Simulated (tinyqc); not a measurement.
# Thermoelectric coefficients with energy filtering, Landauer integrals: effect of the Fermi level

Bulk parabolic band, x = (E - Ec)/kB T, C = hbar^2/(2 m0), kB T in eV. Modes per area gv m kB T x/(4 pi C) times the back-scattering length l0 x^rr give the transport function s0 X(x), s0 = (2 q^2/h) gv m kB T l0/(4 pi C), X = x^(1 + rr), multiplied by tb for x < xb. I_k = int X (x - eta)^k w dx, w = 1/(4 cosh^2((x - eta)/2)).

sigma = s0 I_0, S = -(kB/q) I_1/I_0, Lorenz number L = (kB/q)^2 [I_2/I_0 - (I_1/I_0)^2], kappa_e = L sigma T. Power factor S^2 sigma, ZT = S^2 sigma T/(kappa_e + kL). The integrals are converged.

Values chosen for this exercise: temperature T = 300 K; mass of one valley m = 0.15 m0; valleys gv = 3; back-scattering length at x = 1 l0 = 39 nm; energy exponent of that length rr = 0; lattice thermal conductivity kL = 4.8 W/(m K); barrier height over kB T, above Ec xb = 4.4; share of the transport function left below the barrier tb = 0.05.

Constants: q = 1.602176634e-19 C, kB = 1.380649e-23 J/K, hbar = 1.054571817e-34 J s, h = 6.62607015e-34 J s, m0 = 9.1093837015e-31 kg, Vt = kB T/q, hbar^2/(2 m0) = 0.0380998212 eV nm^2. Results are converted to the units shown.

Effect of the Fermi level:

| eta | sigma (S/cm) | S (uV/K) | kappa_e (W/(m K)) | power factor (mW/(m K^2)) | ZT |
|---|---|---|---|---|---|
| -0.6 | 41.29 | -420.7 | 0.03975 | 0.7307 | 0.04530 |
| 0.2 | 85.03 | -371.0 | 0.07375 | 1.170 | 0.07203 |
| 1 | 170.2 | -327.1 | 0.1244 | 1.822 | 0.1110 |
| 1.8 | 333.9 | -284.5 | 0.1948 | 2.702 | 0.1623 |
| 2.6 | 640.1 | -239.0 | 0.3007 | 3.657 | 0.2151 |
| 3.4 | 1170 | -190.9 | 0.4838 | 4.264 | 0.2421 |
| 4.2 | 1954 | -144.7 | 0.8045 | 4.090 | 0.2190 |
| 5 | 2889 | -105.8 | 1.299 | 3.231 | 0.1589 |
| 5.8 | 3805 | -77.02 | 1.933 | 2.257 | 0.1006 |
| 6.6 | 4613 | -57.90 | 2.623 | 1.546 | 0.06249 |
| 7.4 | 5322 | -45.84 | 3.294 | 1.118 | 0.04144 |

What does the table show?

sigma rises from 41.3 to 5320 S/cm, and S rises from -421 to -45.8 uV/K. Among the rows the power factor is largest at eta = 3.4 and ZT, 0.242, at eta = 3.4, where S = -191 uV/K.

Range of the model: Parabolic bands, elastic scattering and a fixed kL make these model figures, not those of a material.

tinyqc, about 0.02 s, one thread, Intel Xeon 2.30GHz (shared host): `OMP_NUM_THREADS=1 python tinyqc.py 2800043 2800044 out.jsonl`
